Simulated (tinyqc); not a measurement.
On-chip power grid, static voltage drop by conjugate gradients: one step of the calculation.

A grid of 4 rows and 3 columns, node k = 3 row + column. Neighbours in a row are joined by Rx, in a column by Ry; pad nodes, which reach the supply through Rp: 0, 9. Each node draws I0, node 2 draws kh I0. The drops u = Vdd - V solve G u = i, with G the conductance matrix (1/Rp added on the diagonal at pad nodes).

Problem. Conjugate-gradient step. q = G p; a = (r.r)/(p.q); u(new) = u + a p; r(new) = r - a q; b = (r.r)(new)/(r.r); p(new) = r(new) + b p.

Inputs (values chosen for the exercise): resistance of a horizontal segment Rx = 0.98 ohm; resistance of a vertical segment Ry = 0.15 ohm; resistance from a pad node to the supply Rp = 0.063 ohm.

u after iteration 1 (mV):

|  | col 0 | col 1 | col 2 |
|---|---|---|---|
| row 0 | 2.326495 | 2.326495 | 11.632474 |
| row 1 | 2.326495 | 2.326495 | 2.326495 |
| row 2 | 2.326495 | 2.326495 | 2.326495 |
| row 3 | 2.326495 | 2.326495 | 2.326495 |

r after iteration 1 (mA):

|  | col 0 | col 1 | col 2 |
|---|---|---|---|
| row 0 | -26.928488 | 19.495897 | -21.535756 |
| row 1 | 10.000000 | 10.000000 | 72.039859 |
| row 2 | 10.000000 | 10.000000 | 10.000000 |
| row 3 | -26.928488 | 10.000000 | 10.000000 |

p after iteration 1 (mA):

|  | col 0 | col 1 | col 2 |
|---|---|---|---|
| row 0 | -4.195413 | 42.228972 | 92.129619 |
| row 1 | 32.733075 | 32.733075 | 94.772934 |
| row 2 | 32.733075 | 32.733075 | 32.733075 |
| row 3 | -4.195413 | 32.733075 | 32.733075 |

Find: q; a; u after iteration 2; r after iteration 2; b; p after iteration 2.

Solution.

q (mA S):

|  | col 0 | col 1 | col 2 |
|---|---|---|---|
| row 0 | -360.16 | 59.76 | 33.30 |
| row 1 | 246.19 | -126.61 | 494.53 |
| row 2 | 246.19 | 0.00 | -413.60 |
| row 3 | -350.47 | 37.68 | 0.00 |

a = 0.14851 ohm

u after iteration 2 (mV):

|  | col 0 | col 1 | col 2 |
|---|---|---|---|
| row 0 | 1.703 | 8.598 | 25.314 |
| row 1 | 7.188 | 7.188 | 16.401 |
| row 2 | 7.188 | 7.188 | 7.188 |
| row 3 | 1.703 | 7.188 | 7.188 |

r after iteration 2 (mA):

|  | col 0 | col 1 | col 2 |
|---|---|---|---|
| row 0 | 26.557 | 10.621 | -26.481 |
| row 1 | -26.561 | 28.803 | -1.401 |
| row 2 | -26.561 | 10.000 | 71.422 |
| row 3 | 25.118 | 4.404 | 10.000 |

b = 1.1869

p after iteration 2 (mA):

|  | col 0 | col 1 | col 2 |
|---|---|---|---|
| row 0 | 21.58 | 60.74 | 82.87 |
| row 1 | 12.29 | 67.65 | 111.08 |
| row 2 | 12.29 | 48.85 | 110.27 |
| row 3 | 20.14 | 43.25 | 48.85 |

Computed by the program tinyqc: `OMP_NUM_THREADS=1 python tinyqc.py 2770122 2770123 out.jsonl`, one thread of a shared Intel Xeon 2.30GHz, about 0.07 s for the whole run.
